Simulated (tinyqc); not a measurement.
Current crowding under a contact, resistor ladder against the transmission-line model: two steps of the calculation.

A metal contact of length d and width W on a thin layer of the same width. The metal has no resistance, the sheet resistance under it equals Rsh, and current enters the layer at the front edge x = 0.

Parameters, values chosen for the exercise:
- Rsh = 42 ohm/sq (sheet resistance of the semiconductor layer)
- rc = 9e-9 ohm cm^2 (specific contact resistivity)
- d = 0.32 um (contact length)
- W = 1.6 um (contact width)
- n = 6 (cells)
- I = 1 mA (current)

Question 1. Voltages and the share of the current. Cut the contact into n cells of length hc = d/n. Neighbouring cell centres are joined by a = W/(Rsh hc), each centre joins the metal (0 V) by g = W hc/rc, and I enters cell 1 through half a cell: -a v_(i-1) + b_i v_i - a v_(i+1) = I for i = 1 and 0 otherwise, b_i = g + 2 a (g + a at both ends). Rc = v_1/I + 1/(2 a). Cell i passes g v_i to the metal.

a = 0.71428571 S
g = 0.094814815 S

| cell | b_i (S) |
|---|---|
| 1 | 0.80910053 |
| 2 | 1.5233862 |
| 3 | 1.5233862 |
| 4 | 1.5233862 |
| 5 | 1.5233862 |
| 6 | 0.80910053 |

Give: v_i; share of the current; Rc of the ladder.

Answer 1.

| cell | v_i (mV) | share of the current (%) |
|---|---|---|
| 1 | 3.3082 | 31.366 |
| 2 | 2.3473 | 22.256 |
| 3 | 1.6980 | 16.100 |
| 4 | 1.2741 | 12.081 |
| 5 | 1.0194 | 9.665 |
| 6 | 0.8999 | 8.532 |

Rc of the ladder = 4.0082 ohm

The first cell passes 31.4 % of the current and the last 8.53 %; an even spread would give 16.7 % each.

Question 2. The transmission-line result. Transfer length Lt = sqrt(rc/Rsh); front resistance Rc = (Rsh Lt/W) coth(d/Lt); end resistance Re = (Rsh Lt/W)/sinh(d/Lt). v(x) = I (Rsh Lt/W) cosh((d - x)/Lt)/sinh(d/Lt) at the cell centres x = (i - 1/2) d/n.

Wanted: Lt; Rc; Re; v(x).

Answer 2.

Lt = 0.14639 um
Rc = 3.9409 ohm
Re = 0.87458 ohm

| cell | v(x) (mV) |
|---|---|
| 1 | 3.3026 |
| 2 | 2.3381 |
| 3 | 1.6874 |
| 4 | 1.2632 |
| 5 | 1.0085 |
| 6 | 0.8891 |

The ladder's Rc is 1.7 % above this value, with cells 0.36 Lt long.

Numbers from tinyqc (`OMP_NUM_THREADS=1 python tinyqc.py 2760157 2760158 out.jsonl`; about 0.01 s on one thread of a shared Intel Xeon 2.30GHz).
